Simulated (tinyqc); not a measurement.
Inside a calculation. Model: configuration-coordinate model of a defect: Huang-Rhys factor and luminescence line shape. Computed by tinyqc, a small Python program that keeps every step. Command: `OMP_NUM_THREADS=1 python tinyqc.py 3006871 3006872 out.jsonl ccline walk`. One thread of a shared host (Intel(R) Xeon(R) Processor @ 2.30GHz), about 0.02 s of CPU time with the checks. Intermediate numbers are printed to about 5 digits and carried at full precision; extremes and crossings named in words are read from the listed rows.

Ground state E_g(Q) = (1/2) omega_g^2 Q^2; excited state E_e(Q) = E_0 + (1/2) omega_e^2 (Q - dQ)^2 with omega_e = omega_g and E_0 = E_ZPL. Q is mass-weighted; the dipole does not depend on Q (Condon approximation).

Inputs (values chosen for the exercise, for a model defect in a wide-gap host):
```
quantity                          value              unit
zero-phonon energy E_ZPL           6.36                eV
displacement dQ                   0.676  u^(1/2) angstrom
ground-state phonon hbar omega_g   47.4               meV
temperature T                       500                 K
refractive index n_r               2.17                 -
transition dipole mu                1.5        e angstrom
quenching prefactor nu_0          1e+11               1/s
```

Modes: equal frequencies in both states.

Constants: hbar^2/u = 4.18015928e-03 eV angstrom^2; k_B = 8.617333262e-05 eV/K; hbar = 6.582119569e-16 eV s; e = 1.602176634e-19 C; eps_0 = 8.8541878128e-12 F/m; hbar = 1.054571817e-34 J s; c = 299792458 m/s.

## Huang-Rhys factors and vertical energies

S = hbar omega dQ^2/(2 hbar^2/u) for each state; relaxation energy S hbar omega; absorption at E_0 + S_e hbar omega_e, emission at E_0 - S_g hbar omega_g; the Stokes shift is their difference.

S_g = 2.5909

S_e = 2.5909

relaxation energy, ground state = 0.12281 eV

relaxation energy, excited state = 0.12281 eV

vertical absorption energy = 6.4828 eV

vertical emission energy = 6.2372 eV

Stokes shift = 0.24562 eV

The coupling is intermediate: phonon replicas can be resolved beside the zero-phonon line.

## Emission lines at zero temperature

From the lowest excited level the line to ground level n lies at E_ZPL - n hbar omega_g with Franck-Condon weight exp(-S) S^n/n!; the emitted intensity carries a further factor E^3. S = S_g; up to eleven lines, of positive energy only, from n = max(0, integer part of S - 5).

Lines:
```
n   energy (eV)      weight  intensity / largest
0        6.3600  7.4953e-02           3.1167e-01
1        6.3126  1.9420e-01           7.8959e-01
2        6.2652  2.5157e-01           1.0000e+00
3        6.2178  2.1726e-01           8.4418e-01
4        6.1704  1.4073e-01           5.3438e-01
5        6.1230  7.2921e-02           2.7057e-01
6        6.0756  3.1488e-02           1.1414e-01
7        6.0282  1.1655e-02           4.1267e-02
8        5.9808  3.7745e-03           1.3052e-02
9        5.9334  1.0866e-03           3.6687e-03
10       5.8860  2.8153e-04           9.2793e-04
```

The weight peaks at n = 2 and the intensity at n = 2.

## Band at temperature T

Overlaps <m_e|n_g> of harmonic-oscillator functions (Hermite recursion, positive leading coefficients) by a sum over an even grid (700 points from x = -9 to 9 + d for the small table, 1500 points from -16 to 16 + d for the thermal sums), with x = Q sqrt(omega_g/hbar), d = sqrt(2 S_g) and frequency ratio omega_e/omega_g. Initial levels m = 0..24 carry Boltzmann weights exp(-m hbar omega_e/k_B T), normalised; final levels n = 0..79; a line lies at E_ZPL + m hbar omega_e - n hbar omega_g with weight w_m <m|n>^2. Moments are taken over these weights without the E^3 factor; FWHM = 2 sqrt(2 ln 2) x standard deviation; the zero-phonon weight is the sum of w_m <m|m>^2.

mean emission energy = 6.2372 eV

FWHM from the second moment = 0.25394 eV

zero-phonon weight = 0.097130

skewness = -0.22002

Caution: for small S the spectrum is a set of resolved lines, and a Gaussian width has little meaning.

## Crossing, radiative lifetime and thermal quenching

The curves cross at the root Q_c nearest dQ; the barrier is (1/2) omega_e^2 (Q_c - dQ)^2, with (1/2) omega^2 = (hbar omega)^2/(2 hbar^2/u). k_r = n_r omega^3 mu^2/(3 pi eps_0 hbar c^3) at the vertical emission energy, without local-field correction; k_nr = nu_0 exp(-barrier/k_B T) (Mott-Seitz); yield = k_r/(k_r + k_nr); T_1/2 = barrier/(k_B ln(nu_0/k_r)).

Q_c = 17.842 u^(1/2) angstrom

classical barrier = 79.194 eV

radiative lifetime = 0.22234 ns

luminescence yield = 1

quenching temperature T_1/2 = 2.9630e+05 K

The barrier is so high that this route does not halve the yield below 1000 K. Caution: the curves cross far outside the range of the harmonic model, so the barrier and T_1/2 have no quantitative meaning.

## Width and zero-phonon weight against temperature

For comparison: FWHM(0) sqrt(coth(hbar omega_e/2 k_B T)) with FWHM(0) from the first row, and exp(-S_g coth(hbar omega_e/2 k_B T)).

Against temperature:
```
T (K)  mean energy (eV)  FWHM (eV)  coth law (eV)  zero-phonon weight  exp(-S coth)
28               6.2372    0.17966        0.17966            0.074953    7.4953e-02
83               6.2372    0.17990        0.17990            0.075105    7.4440e-02
170              6.2372    0.18688        0.18688            0.079250    6.0624e-02
280              6.2372    0.20690        0.20690            0.088237    3.2192e-02
440              6.2372    0.24124        0.24124            0.095972    9.3603e-03
660              6.2372    0.28617        0.28617            0.097534    1.3972e-03
940              6.2372    0.33683        0.33683            0.094098    1.1094e-04
```

The width grows by a factor 1.87, flat while k_B T is well below hbar omega and as sqrt(T) above; for equal frequencies the coth law is exact. The mean energy stays fixed, as it must for equal frequencies. The zero-phonon weight goes from 0.0750 to 0.0941; the single exponential assumes equal frequencies, leaves out lines that absorb and emit the same number of phonons, and falls to 1.11e-4. The rise of the weight is a feature of one sharp mode; with a spread of mode energies those lines leave the zero-phonon energy and the weight falls.

Checks made by the program: grid overlaps at equal frequencies against the Poisson weights (relative difference below 1e-10); width at T against the coth law (relative difference below 1e-10).
